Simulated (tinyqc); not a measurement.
Landau levels of a parabolic two-dimensional band: one step. Fields of the Hall plateaus. Five cases, with inputs chosen for the exercise.

Task: A plateau is centred where nu = n/n_B equals 1, 2, 3, 4, 5, 6; there rho_xy = h/(nu e^2).

In a field B along z: l = 1/sqrt((e/hbar) B) is the magnetic length, n_B = B/(h/e) the number of states per area in one level, hbar wc = 2 muB B/m for mass m in m0; 1/angstrom^2 = 1e16/cm^2.

Constants: h/e = 413566.7697 T angstrom^2; e^2/h = 3.874045865e-05 S.

Case 1.

Values chosen (out of a larger set: near those of a two-dimensional electron gas in InAs; not measured data): n = 12 x 1e11/cm^2 (electron sheet density).

Case 2.

Values chosen (out of a larger set: near those of a two-dimensional electron gas in Ge (111); not measured data): n = 4.4 x 1e11/cm^2 (electron sheet density).

Case 3.

Values chosen (out of a larger set: near those of a two-dimensional electron gas in Si; not measured data): n = 4.4 x 1e11/cm^2 (electron sheet density).

Case 4.

Values chosen (out of a larger set: near those of a two-dimensional electron gas in InAs; not measured data): n = 5.2 x 1e11/cm^2 (electron sheet density).

Case 5.

Values chosen (out of a larger set: near those of a two-dimensional electron gas in Ge (111); not measured data): n = 1.7 x 1e11/cm^2 (electron sheet density).

Give: Plateaus.

Result:

Case 1.

Plateaus:

| nu | B (T) | 1/B (1/T) | rho_xy (kohm) |
|---|---|---|---|
| 1 | 49.628 | 0.0201 | 25.8128 |
| 2 | 24.814 | 0.0403 | 12.9064 |
| 3 | 16.543 | 0.0604 | 8.6043 |
| 4 | 12.407 | 0.0806 | 6.4532 |
| 5 | 9.926 | 0.1007 | 5.1626 |
| 6 | 8.271 | 0.1209 | 4.3021 |

Case 2.

Plateaus:

| nu | B (T) | 1/B (1/T) | rho_xy (kohm) |
|---|---|---|---|
| 1 | 18.197 | 0.0550 | 25.8128 |
| 2 | 9.098 | 0.1099 | 12.9064 |
| 3 | 6.066 | 0.1649 | 8.6043 |
| 4 | 4.549 | 0.2198 | 6.4532 |
| 5 | 3.639 | 0.2748 | 5.1626 |
| 6 | 3.033 | 0.3297 | 4.3021 |

Case 3.

Plateaus:

| nu | B (T) | 1/B (1/T) | rho_xy (kohm) |
|---|---|---|---|
| 1 | 18.197 | 0.0550 | 25.8128 |
| 2 | 9.098 | 0.1099 | 12.9064 |
| 3 | 6.066 | 0.1649 | 8.6043 |
| 4 | 4.549 | 0.2198 | 6.4532 |
| 5 | 3.639 | 0.2748 | 5.1626 |
| 6 | 3.033 | 0.3297 | 4.3021 |

Case 4.

Plateaus:

| nu | B (T) | 1/B (1/T) | rho_xy (kohm) |
|---|---|---|---|
| 1 | 21.505 | 0.0465 | 25.8128 |
| 2 | 10.753 | 0.0930 | 12.9064 |
| 3 | 7.168 | 0.1395 | 8.6043 |
| 4 | 5.376 | 0.1860 | 6.4532 |
| 5 | 4.301 | 0.2325 | 5.1626 |
| 6 | 3.584 | 0.2790 | 4.3021 |

Case 5.

Plateaus:

| nu | B (T) | 1/B (1/T) | rho_xy (kohm) |
|---|---|---|---|
| 1 | 7.031 | 0.1422 | 25.8128 |
| 2 | 3.515 | 0.2845 | 12.9064 |
| 3 | 2.344 | 0.4267 | 8.6043 |
| 4 | 1.758 | 0.5689 | 6.4532 |
| 5 | 1.406 | 0.7112 | 5.1626 |
| 6 | 1.172 | 0.8534 | 4.3021 |

These counts hold wherever the levels are resolved.

Computed by tinyqc, one run a case: `OMP_NUM_THREADS=1 python tinyqc.py N N+1 out.jsonl` with N = 1251791, 1252002, 1252211, 1252232, 1252546; one thread of a shared Intel(R) Xeon(R) Processor @ 2.30GHz, about 0.01 s a run at most.
